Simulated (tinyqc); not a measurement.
Inside a calculation: short-period [001] superlattice in sp3s* tight binding. Values are carried at full precision from step to step, so a last printed digit may differ when a step is redone from the rounded ones.

sp3s* tight binding, nearest neighbours only: anion (a) at 0, cation (c) at a/4 (1,1,1), orbitals s, px, py, pz, s* on each; k in units of 2 pi/a. With phases e_j = exp(i (pi/2) k.n_j) for n = (1,1,1), (1,-1,-1), (-1,1,-1), (-1,-1,1): g0 = (e1+e2+e3+e4)/4, g1 = (e1+e2-e3-e4)/4, g2 = (e1-e2+e3-e4)/4, g3 = (e1-e2-e3+e4)/4. The diagonal holds the levels Esa, Epa, Exa (s*) and Esc, Epc, Exc. Anion-cation block: <sa|sc> = Vss g0; <sa|xc> = Vsapc g1; <xa|sc> = -Vscpa g1; <xa|xc> = Vxx g0; <xa|yc> = <ya|xc> = Vxy g3, <xa|zc> = <za|xc> = Vxy g2, <ya|zc> = <za|yc> = Vxy g1; <s*a|xc> = Vxapc g1; <xa|s*c> = -Vpaxc g1; y and z take g2 and g3 in place of g1; s-s* and s*-s* vanish.

Parameters, chosen for this exercise (A near a published set for GaAs, B for AlAs; not measured data):

| symbol | value | unit | meaning |
|---|---|---|---|
| pA | (-8.328, 1.039, -2.661, 3.676, 8.611, 6.738, -6.458, 1.949, 5.084, 4.469, 5.799, 4.828, 4.802) | eV | order Esa, Epa, Esc, Epc, Exa, Exc, Vss, Vxx, Vxy, Vsapc, Vscpa, Vxapc, Vpaxc |
| pB | (-7.505, 0.983, -1.164, 3.589, 7.473, 6.726, -6.68, 1.876, 4.288, 5.104, 5.485, 4.528, 4.999) | eV | the same for B |
| dEv | 0.46 | eV | valence offset: Ev(B) lies this far below Ev(A) |
| n | 2 |  | monolayers of A |
| m | 1 |  | monolayers of B |

## Band line-up of the two bulk crystals

Edges on the common scale: Ev, the conduction level at Gamma, the minimum on (kx,0,0) for kx from 0.5 to 1, and the level at X.

Edges (eV):

| crystal | Ev | Gamma | Delta minimum | X |
|---|---|---|---|---|
| A | 0.0000 | 1.5534 | 2.0443 | 2.0443 |
| B | -0.4600 | 2.5978 | 1.7962 | 1.8295 |

For Gamma electrons A is the well, 1.044 eV deep; for X electrons B is, 0.215 eV deep; holes sit in A.

## Shifted levels

Planes alternate anion, cation along [001], a/4 apart; at zero in-plane momentum s, pz, s* form one block. All levels of A are shifted so that its Ev (lower root of [[Epa, Vxx], [Vxx, Epc]]) is 0, and those of B so that its Ev is -dEv. A monolayer is an anion plane and the cation plane above it; an anion between unlike cations takes the mean of the two anion levels; each bond takes the couplings of its cation. Block from an anion to the cation above: U with Vss/2 (s,s), Vsapc/2 (s,z), -Vscpa/2 (z,s), Vxx/2 (z,z), Vxapc/2 (s*,z), -Vpaxc/2 (z,s*); to the cation below: the same with the s-z and s*-z signs reversed. The cell of n + m monolayers is closed with the phase exp(2 pi i q). No spin-orbit coupling. In this block 2 (n + m) levels are filled.

Parameters in the order Esa, Epa, Esc, Epc, Exa, Exc, Vss, Vxx, Vxy, Vsapc, Vscpa, Vxapc, Vpaxc. Find Ev of each set and shift the levels.

Ev before the shift (eV): A 0.0044, B 0.0019

Levels (eV):

| plane | s | p | s* |
|---|---|---|---|
| anion A | -8.3324 | 1.0346 | 8.6066 |
| cation A | -2.6654 | 3.6716 | 6.7336 |
| anion B | -7.9669 | 0.5211 | 7.0111 |
| cation B | -1.6259 | 3.1271 | 6.2641 |
| interface anion | -8.1496 | 0.7779 | 7.8089 |

## The matrix for n = 2, m = 1 at q = 0

Planes in the order a1, c1, a2, c2, ...; the A cations come first.

H (eV), lower triangle:
```
        sa1     za1     *a1     sc1     zc1    *c1     sa2     za2    *a2     sc2     zc2    *c2
sa1  -8.150
za1       0   0.778
*a1       0       0   7.809
sc1  -3.229  -2.900       0  -2.665
zc1   2.235   0.975   2.414       0   3.672
*c1       0  -2.401       0       0       0  6.734
sa2       0       0       0  -3.229  -2.235      0  -8.332
za2       0       0       0   2.900   0.975  2.401       0   1.035
*a2       0       0       0       0  -2.414      0       0       0  8.607
sc2       0       0       0       0       0      0  -3.229  -2.900      0  -2.665
zc2       0       0       0       0       0      0   2.235   0.975  2.414       0   3.672
*c2       0       0       0       0       0      0       0  -2.401      0       0       0  6.734
sa3       0       0       0       0       0      0       0       0      0  -3.229  -2.235      0
za3       0       0       0       0       0      0       0       0      0   2.900   0.975  2.401
*a3       0       0       0       0       0      0       0       0      0       0  -2.414      0
sc3  -3.340   2.743       0       0       0      0       0       0      0       0       0      0
zc3  -2.552   0.938  -2.264       0       0      0       0       0      0       0       0      0
*c3       0   2.499       0       0       0      0       0       0      0       0       0      0

        sa3     za3    *a3     sc3    zc3    *c3
sa3  -8.150
za3       0   0.778
*a3       0       0  7.809
sc3  -3.340  -2.743      0  -1.626
zc3   2.552   0.938  2.264       0  3.127
*c3       0  -2.499      0       0      0  6.264
```

## Levels of the small cell

Diagonalise (s, pz, s* block of a cell with n = 2, m = 1; px and py are apart). The lowest 6 levels are filled. Give the share of the cation weight of the lowest empty level that lies on the A cations, c1 and c2.

levels (eV): -12.443  -11.062  -10.876  -5.822  -5.473  -0.151  1.824  2.210  2.232  2.724  2.813  4.510  6.578  8.048  9.305  9.444  10.486  11.082

share on A cations = 0.834

The lowest empty level is number 7, at 1.824 eV.

## Checks

- Cell of two equal monolayers against the bulk levels at Gamma and X: they agree to 1e-10 or better.

tinyqc: `OMP_NUM_THREADS=1 python tinyqc.py 1481848 1481849 out.jsonl`; about 0.6 s, one thread, shared Intel(R) Xeon(R) Processor @ 2.30GHz.
